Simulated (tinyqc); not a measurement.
Inside a calculation: tunnelling through a thin dielectric with one trap, as a tight-binding chain. Values are carried at full precision from step to step, so a last printed digit may differ when a step is redone from the rounded ones.

Hopping -t everywhere, t = c/(m a^2), c = hbar^2/2m0; lead sites at 2t (band bottom 0), barrier sites 1 to N at 2t + phi, and site j has U besides. No voltage. Leads give S = -t exp(ika) on sites 1 and N, cos(ka) = 1 - E/(2t). T = (2 t sin(ka))^2 |G_1N|^2, G = (E - H - S)^-1. In the barrier cosh(q a) = 1 + (phi - E)/(2t).

Constants: hbar^2/2m0 = 3.80998211 eV angstrom^2; hbar = 6.58211957e-16 eV s.

Values chosen for the exercise (barrier and mass of the size used for SiO2 on silicon; not measured data):
```
symbol  value  unit      meaning
a       3      angstrom  site spacing
m       0.5    m0        mass, the same in leads and barrier
phi     3.26   eV        conduction edge of the barrier above that of the leads
U       -3.25  eV        extra energy on the trap site
E       1.3    eV        electron energy
N       9                barrier sites
j       7                site of the trap
```

## Scales

Form t, ka, q a, and the level of the trap in an endless barrier, Eb = phi + 2t - sqrt(4 t^2 + U^2).

t = 0.84666 eV
ka = 1.336375 rad
q a = 1.40345
Eb = 1.2886 eV

## The matrix E - H - S

Fill it in.

E - H - S (eV):
```
                   1         2         3         4         5
1  -3.45666+0.82351i   0.84666   0.00000   0.00000   0.00000
2            0.84666  -3.65333   0.84666   0.00000   0.00000
3            0.00000   0.84666  -3.65333   0.84666   0.00000
4            0.00000   0.00000   0.84666  -3.65333   0.84666
5            0.00000   0.00000   0.00000   0.84666  -3.65333
6            0.00000   0.00000   0.00000   0.00000   0.84666
7            0.00000   0.00000   0.00000   0.00000   0.00000
8            0.00000   0.00000   0.00000   0.00000   0.00000
9            0.00000   0.00000   0.00000   0.00000   0.00000

          6         7         8                  9
1   0.00000   0.00000   0.00000            0.00000
2   0.00000   0.00000   0.00000            0.00000
3   0.00000   0.00000   0.00000            0.00000
4   0.00000   0.00000   0.00000            0.00000
5   0.84666   0.00000   0.00000            0.00000
6  -3.65333   0.84666   0.00000            0.00000
7   0.84666  -0.40333   0.84666            0.00000
8   0.00000   0.84666  -3.65333            0.84666
9   0.00000   0.00000   0.84666  -3.45666+0.82351i
```

## Transmission

Invert the matrix; T = (2 t sin(ka))^2 |G_1N|^2.

first row of G (1/eV): -0.2892-0.07332i  -0.07106-0.01802i  -0.01740-0.004427i  -0.004037-0.001083i  -1.311e-05-0.0002459i  0.003980+2.169e-05i  0.01719+0.0003395i  0.004207+0.0001400i  0.0009674+0.0002648i

T = 2.729e-06

Without the trap T is 3.99e-11: the trap changes it by a factor 6.84e+04 at this energy.

## The resonance

Resonance: the lowest eigenvalue of H + S(E), iterated until its real part equals E (40 rounds from Eb = phi + 2t - sqrt(4t^2 + U^2), the level in an endless barrier). With v the normalised squared amplitudes of that state, Gamma_L = 2 t sin(ka) v_1, Gamma_R = 2 t sin(ka) v_N; Breit-Wigner T = Gamma_L Gamma_R/((E - Er)^2 + (Gamma_L + Gamma_R)^2/4).

Find Er, the two widths, the peak height 4 Gamma_L Gamma_R/(Gamma_L + Gamma_R)^2 and the escape time hbar/(Gamma_L + Gamma_R).

Er = 1.2893 eV

widths (meV): left 6.378e-05, right 4.925

peak height = 5.179e-05
escape time = 134 fs

squared amplitudes: 0.0000  0.0000  0.0000  0.0002  0.0032  0.0532  0.8875  0.0529  0.0030

The nearby leads move the level 0.6 meV above its value in an endless barrier. The trap is closer to the right lead, which takes 100.0 % of the escapes.

## Checks

- T at Er from the chain against the Breit-Wigner peak: both 5.18e-05.
- T without trap against the closed form for a lattice barrier: both 3.987e-11.

Run: tinyqc, `OMP_NUM_THREADS=1 python tinyqc.py 1482512 1482513 out.jsonl`; Intel(R) Xeon(R) Processor @ 2.30GHz, one thread, shared host; about 0.1 s of CPU time with all checks.
